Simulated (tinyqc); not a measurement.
Chemical shift by three methods: effective-mass impurity with a central-cell term, in a basis of Slater functions. Computed by tinyqc, a small Python program. Command: `OMP_NUM_THREADS=1 python tinyqc.py 3014075 3014076 out.jsonl centralcell walk`. One thread of a shared host (Intel(R) Xeon(R) Processor @ 2.30GHz), about 0.01 s of CPU time with the checks.

The envelope obeys H = -nabla^2 - (2/r) [Z + A exp(-kappa r)] in effective units, with kappa = a*/lambda; positive A deepens the well near the core.

Inputs (values chosen for the exercise, with mass and screening modelled on 4H-SiC): effective mass m = 0.38 m_0; dielectric constant eps = 9.42; charge Z of the core = 1; central-cell strength A = 0.97; central-cell range lambda = 0.89 angstrom.

Impurity: donor, one isotropic band.

Constants: Ry = 13.605693123 eV; a_0 = 0.529177210903 angstrom.

Method:
- Units: Ry* = Ry m/eps^2 and a* = a_0 eps/m, with m in m_0.
- kappa = a*/lambda; the hydrogenic ground state is bound by Z^2 Ry*.
- For s functions exp(-zeta r), with s = zeta_i + zeta_j: S = 2/s^3, T = zeta_i zeta_j S, V = -2 Z/s^2, W = -2 A/(s + kappa)^2; each function is normalised by dividing by sqrt(S_ii S_jj).
- Large basis: zeta_i = 0.06 x 1.6^(i-1), i = 1..22, same formulas; for p functions r exp(-zeta r): S = 24/s^5, T = zeta_i zeta_j S (centrifugal term included), V = -12 Z/s^4, W = -12 A/(s + kappa)^4; overlap eigenvalues below 1e-11 are dropped.
- First order: shift = 8 A Z^3/(2 Z + kappa)^2 Ry*. One exponent: minimise zeta^2 - 2 Z zeta - 8 A zeta^3/(2 zeta + kappa)^2 by golden section on 0.2 to 6 Z. All shifts are the binding beyond Z^2 Ry*.

kappa = 14.7394 1/a*

Ry* = 58.2643 meV

hydrogenic binding energy = 58.2643 meV

Shift of the 1s binding energy (meV):
```
A       first order  one exponent  large basis
-0.970      -1.6136       -1.5335      -1.4674
-0.485      -0.8068       -0.7862      -0.7685
0.097        0.1614        0.1622       0.1630
0.242        0.4026        0.4079       0.4128
0.485        0.8068        0.8288       0.8492
0.970        1.6136        1.7046       1.7926
1.210        2.0128        2.1570       2.2993
```

The three columns are ordered, first order <= one exponent <= large basis, since each is a variational bound with more freedom. At the largest attractive A first order gives 88 % and one exponent 94 % of the shift; at the most repulsive A the true shift is -1.467 meV against -1.614. Attraction pulls the envelope in and feeds itself, repulsion pushes it out and saturates.

Extremes, crossings and ranges named in words are read from the listed rows.
